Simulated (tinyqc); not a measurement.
Zener tunnelling in a reverse-biased junction, two-band WKB: effect of temperature.

Abrupt p-n junction, depletion approximation. Energies E are counted from the conduction-band edge of the neutral n side; its Fermi level lies at dn, that of the p side at dn - V, and the valence-band edge of the neutral p side at Em = dn + dp - V. Tunnelling needs 0 < E < Em. Two-band dispersion with equal masses m: inside the gap kappa = sqrt(m u (1 - u/Eg)/C), u the distance from a band edge, C = hbar^2/(2 m0).

Nc and Nv are given at 350 K and scale as (T/350 K)^1.5; Eg, m and eps_r are held. Nd = Nc F12(dn/Vt), Na = Nv F12(dp/Vt), F12(x) = (2/sqrt(pi)) int_0^infinity sqrt(u)/(1 + exp(u - x)) du; dn = EF - Ec on the n side, dp = Ev - EF on the p side (negative outside the bands); Vbi = Eg + dn + dp. W = sqrt(2 eps0 eps_r (Vbi - V)(1/Na + 1/Nd)/q), mean field F = (Vbi - V)/W, peak field 2 F. In a uniform field F the exponent is S = pi sqrt(m/C) Eg^1.5/(4 F). Transverse energy Et = C kt^2/m raises it to S (1 + 4 Et/Eg), so T = exp(-S) exp(-Et/Eb) with Eb = Eg/(4 S). KJ = (2 q^2/h) m/(4 pi C) (times 1e14 for A/cm^2 per eV^2). J = KJ exp(-S) Eb times the integral from 0 to Em of [f(E - dn) - f(E - dn + V)] [1 - exp(-min(E, Em - E)/Eb)] dE, f(x) = 1/(1 + exp(x/Vt)), with S and Eb from the mean field; J > 0 flows from p to n.

Inputs (values chosen for the exercise); band and dielectric values those of a made-up semiconductor: band gap Eg = 0.661 eV; relative permittivity eps_r = 14.1; conduction-band density of states at 350 K Nc = 2.48e17 cm^-3; valence-band density of states at 350 K Nv = 8.14e18 cm^-3; band-edge mass of the two-band model m = 0.059 m0; acceptor density Na = 3.3e19 cm^-3; donor density Nd = 5.3e18 cm^-3; bias of the p side V = -1.3 V.

Constants: q = 1.602176634e-19 C, kB = 1.380649e-23 J/K, hbar = 1.054571817e-34 J s, h = 6.62607015e-34 J s, m0 = 9.1093837015e-31 kg, Vt = kB T/q, eps0 = 8.8541878128e-14 F/cm where lengths are in cm, hbar^2/(2 m0) = 0.0380998212 eV nm^2. Results are converted to the units shown.

Effect of temperature:

| T (K) | Vbi (V) | mean field (MV/cm) | S | J (A/cm^2) |
|---|---|---|---|---|
| 100 | 1.034 | 0.8269 | 6.352 | -5.627e4 |
| 150 | 1.032 | 0.8267 | 6.353 | -5.616e4 |
| 200 | 1.031 | 0.8264 | 6.355 | -5.599e4 |
| 300 | 1.026 | 0.8255 | 6.362 | -5.545e4 |
| 400 | 1.018 | 0.8242 | 6.373 | -5.462e4 |

What does the comparison show?

Vbi falls from 1.03 to 1.02 V, S stays near 6.36, and |J| falls from 56300 to 54600 A/cm^2, a spread of a factor 1.03. That is small against a thermally activated current. The shrinking of the gap with temperature, left out here, would raise J.

Range of the model: Parabolic densities of states, no band tails and no gap narrowing, all of which matter at such doping.

Computed by the program tinyqc: `OMP_NUM_THREADS=1 python tinyqc.py 2620123 2620124 out.jsonl`, one thread of a shared Intel Xeon 2.30GHz, about 0.02 s for the whole run.
